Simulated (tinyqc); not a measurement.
What each parameter does: Bethe-Salpeter matrix of a two-band square lattice (Tamm-Dancoff form).

One valence and one conduction band, lattice period 1, mesh k = 2 pi j/N along each axis (first index slowest). Pair energies D(k) = Eg + 2 t sum(1 - cos k), t = tc + tv. Screened attraction W(R) = U at R = 0 and V/|R| otherwise, R over the N x N cells with the nearest image; W(q) = sum_R W(R) cos(q R). H(k, k') = D(k) delta - W(k - k')/Nk + 2 J/Nk for singlets (J = 0 for triplets), Nk the number of k points. With a constant transition dipole the strength of a state is f = (sum_k A_k)^2/Nk, and the f sum to 1.

Inputs chosen for the exercise: Eg = 4.6 eV (quasiparticle gap); tc = 0.21 eV (conduction hopping); tv = 0.07 eV (valence hopping); U = 1.35 eV (attraction in the same cell); V = 0 eV (attraction at one cell distance); J = 0.23 eV (exchange in the same cell).

N = 24: lowest singlet, its binding and f, and the singlet-triplet splitting.

One parameter was then changed.

Results before and after:
```
case     singlet (eV)  binding (eV)      f  splitting (eV)
base           4.4574        0.1426  0.567          0.3279
changed        4.4203        0.1797  0.515          0.3092
```

Which of these changes was made? (a) tv = 0.04 eV; (b) J = 0.35 eV; (c) U = 1.62 eV; (d) tc = 0.27 eV; (e) Eg = 4.8 eV; (f) V = 0.1 eV.

Answer: (f) V = 0.1 eV. Of the candidates, run in turn, only this one gives the changed row.

All candidates:
```
case          singlet (eV)  binding (eV)      f  splitting (eV)
base                4.4574        0.1426  0.567          0.3279
Eg = 4.8 eV         4.6574        0.1426  0.567          0.3279
tc = 0.27 eV        4.5200        0.0800  0.400          0.2683
tv = 0.04 eV        4.4144        0.1856  0.651          0.3550
U = 1.62 eV         4.2778        0.3222  0.743          0.3764
V = 0.1 eV          4.4203        0.1797  0.515          0.3092
J = 0.35 eV         4.5629        0.0371  0.292          0.4333
```

At zero total momentum only the sum tc + tv enters.

Run: tinyqc, `OMP_NUM_THREADS=1 python tinyqc.py 1252274 1252275 out.jsonl`; Intel(R) Xeon(R) Processor @ 2.30GHz, one thread, shared host; about 1 s of CPU time with all checks.
